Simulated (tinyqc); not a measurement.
## Hole mobility in a silicon inversion layer, empirical terms and Matthiessen rule: effect of the inversion density

Inversion layer of sheet density Ns on a uniformly doped body. The mobility terms are empirical power laws with prefactors chosen for the exercise; adding their inverses (Matthiessen) is itself an approximation.

ni = sqrt(Nc Nv) exp(-Eg/(2 Vt)), Eg in volts; Ndep = sqrt(2 eps0 eps_r Nb (2 Vt ln(Nb/ni) + Vsb)/q); E = q (Ndep + eta Ns)/(eps0 eps_r), in MV/cm. With t = T/(300 K): muC = Ac (Ns/1e12 cm^-2) t/(Nb/1e17 cm^-3 + Nit/1e11 cm^-2), muP = Ap E^(-1/3) t^(-1.75), muS = As E^(-gs); 1/mu is the sum of the inverses.

Inputs (values chosen for the exercise); material values close to those of silicon:
- T = 293 K (temperature)
- Eg = 1.13 eV (band gap)
- eps_r = 11.9 (relative permittivity of the semiconductor)
- Nc = 2.75e19 cm^-3 (conduction-band density of states at T)
- Nv = 2.51e19 cm^-3 (valence-band density of states at T)
- Nb = 1.8e17 cm^-3 (body doping)
- Vsb = 0.6 V (reverse body bias)
- eta = 0.3333 (weight of the inversion charge in the effective field)
- Ap = 123 cm^2/(V s) (phonon-limited mobility at 1 MV/cm and 300 K)
- As = 571 cm^2/(V s) (roughness-limited mobility at 1 MV/cm)
- gs = 1.3 (exponent of the roughness term)
- Ac = 2100 cm^2/(V s) (Coulomb prefactor)
- Nit = 1.1e12 cm^-2 (charge at the interface)

Constants: q = 1.602176634e-19 C, kB = 1.380649e-23 J/K, Vt = kB T/q, eps0 = 8.8541878128e-14 F/cm where lengths are in cm. Results are converted to the units shown.

Result of one run:

| Ns (cm^-2) | E (MV/cm) | muC (cm^2/(V s)) | muP (cm^2/(V s)) | muS (cm^2/(V s)) | mu (cm^2/(V s)) |
|---|---|---|---|---|---|
| 2e13 | 1.2981 | 3204.7 | 117.51 | 406.75 | 88.650 |

What becomes of these results when the inversion density Ns is changed from 2e13 to 6.3e12 cm^-2, all else the same?

Result of the changed run:

| Ns (cm^-2) | E (MV/cm) | muC (cm^2/(V s)) | muP (cm^2/(V s)) | muS (cm^2/(V s)) | mu (cm^2/(V s)) |
|---|---|---|---|---|---|
| 6.3e12 | 0.60377 | 1009.5 | 151.67 | 1100.3 | 117.75 |

The whole series:

| Ns (cm^-2) | E (MV/cm) | muC (cm^2/(V s)) | muP (cm^2/(V s)) | muS (cm^2/(V s)) | mu (cm^2/(V s)) |
|---|---|---|---|---|---|
| 2e11 | 0.29461 | 32.047 | 192.65 | 2796.5 | 27.209 |
| 3.6e11 | 0.30272 | 57.684 | 190.91 | 2699.5 | 43.584 |
| 6.3e11 | 0.31641 | 100.95 | 188.12 | 2548.7 | 64.044 |
| 1.1e12 | 0.34023 | 176.26 | 183.62 | 2319.2 | 86.575 |
| 2e12 | 0.38584 | 320.47 | 176.08 | 1969.3 | 107.44 |
| 3.6e12 | 0.46693 | 576.84 | 165.23 | 1536.8 | 118.53 |
| 6.3e12 | 0.60377 | 1009.5 | 151.67 | 1100.3 | 117.75 |
| 1.1e13 | 0.84197 | 1762.6 | 135.75 | 714.08 | 107.13 |
| 2e13 | 1.2981 | 3204.7 | 117.51 | 406.75 | 88.650 |

As Ns goes from 2e11 to 2e13 cm^-2, E rises from 0.295 to 1.30 MV/cm and mu goes from 27.2 through a maximum of 119 (at Ns = 3.6e12 cm^-2 among the rows listed) to 88.6 cm^2/(V s). The smallest term is the Coulomb one in the first row and the phonon one in the last. Screening lifts the Coulomb term as Ns grows while the field presses the carriers to the interface, hence the maximum.

Computed by the program tinyqc: `OMP_NUM_THREADS=1 python tinyqc.py 2510047 2510048 out.jsonl`, one thread of a shared Intel Xeon 2.30GHz, about 0.01 s for the whole run.
